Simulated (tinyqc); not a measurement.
Stillinger-Weber potential for a tetrahedral semiconductor. From C12 back to three-body strength lambda. Computed by tinyqc, a small Python program. Command: `OMP_NUM_THREADS=1 python tinyqc.py 3005405 3005406 out.jsonl swsi inv`. One thread of a shared host (Intel(R) Xeon(R) Processor @ 2.30GHz), about 0.1 s of CPU time with the checks.

With x = r/sigma: pair term eps A (B x^-4 - 1) exp(1/(x - a)); for each pair of neighbours j, k of atom i, three-body term eps lambda exp(gamma/(x_ij - a) + gamma/(x_ik - a)) (cos theta_jik + 1/3)^2; both vanish beyond x = a. A = 7.049556277, B = 0.6022245584, a = 1.8.

Inputs (values chosen for the exercise, modelled on silicon): energy scale eps = 2.157 eV; length scale sigma = 2.107 angstrom; gamma = 1.1.

Constants: 1 eV/angstrom^3 = 160.2176634 GPa.

Method. All angles are tetrahedral, so only the pair term acts; its minimum lies at x = 2^(1/6) with depth eps, and second neighbours lie beyond the cut-off. a0 = 4 d/sqrt3; E = -2 eps per atom. Second derivatives of the energy per atom, volume a0^3/8: e_xx gives C11, e_xx = -e_yy gives 2 (C11 - C12), e_xy = e_yx = h/2 gives the unrelaxed C44(0). Under that shear the second sublattice shifts by u_z; minimising over u_z gives C44 = C44(0) - E_hu^2/(E_uu V) and Kleinman's zeta = |E_hu/E_uu|/(a0/4). The optical force constant is k = 4 E_uu, with M omega^2 = k at the zone centre.

Question. A run gave the result below. Find the three-body strength lambda, known to lie between 11 and 38.

C12 = 68.66187 GPa

Answer.

Each step takes the trial c = (a f_b - b f_a)/(f_b - f_a), f being the result less the target and a, b, c the logarithms of the listed values; c replaces end b, the old b replaces a if the sign of f changed, and otherwise f_a is halved.

Scan of the range:
```
three-body strength lambda  C12 (GPa)
11.0                          81.9886
13.5                          78.0782
16.6                          73.2292
20.4                          67.2854
25.1                          59.9338
30.9                          50.8616
38.0                          39.7560
```

False position (Illinois rule, in the logarithm of the input) inside the bracket:
```
step    end a    end b    trial  C12 (GPa)
1     16.6000  20.4000  19.4491    68.7728
2     20.4000  19.4491  19.5184    68.6643
3     20.4000  19.5184  19.5215    68.6596
4     19.5184  19.5215  19.5200    68.6619
5     19.5215  19.5200  19.5200    68.6619
```

C12 falls at every point of a 13-point scan of the range (every second point is shown), so one value fits; it is bracketed by 16.6 and 20.4. The scan shows a straight line, so linear interpolation between any two rows gives the answer at once. Answer: three-body strength lambda = 19.52.
